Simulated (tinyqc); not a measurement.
Spin coating of a resist or spin-on film: centrifugal thinning, evaporation and the final thickness (Emslie and Meyerhofer models): one step, computed by the program tinyqc.

A Newtonian film stays uniform over the wafer; solvent and solids have the same density and the concentration is uniform through the thickness.

Question. First explicit step of the full model. omega = 2 pi f/60; nu(c) = nu_s + k c^gamma; evaporation rate e = e0 sqrt(f/1000 rpm). Solids s and liquid l per area start at s = c0 h0, l = (1 - c0) h0. With h = h0 and c = c0: Q = K h^3, K = 2 omega^2/(3 nu); one Euler step of length dt = 0.01 h0/Q for s and l, ds/dt = -c Q, dl/dt = -(1 - c) Q - e.

Inputs (values chosen for the exercise, of the order of those of a polymer resist in an ester solvent): solids volume fraction c0 = 0.22; starting thickness h0 = 100 micrometre.

flow constant K = 6.307676e-05 1/(micrometre^2 s)

evaporation rate e = 0.53 micrometre/s

Give: Q; dt; s; l; Q/e at the start.

Answer.

Q = 63.077 micrometre/s

dt = 0.015854 s

s = 21.78 micrometre

l = 77.212 micrometre

Q/e at the start = 119.01
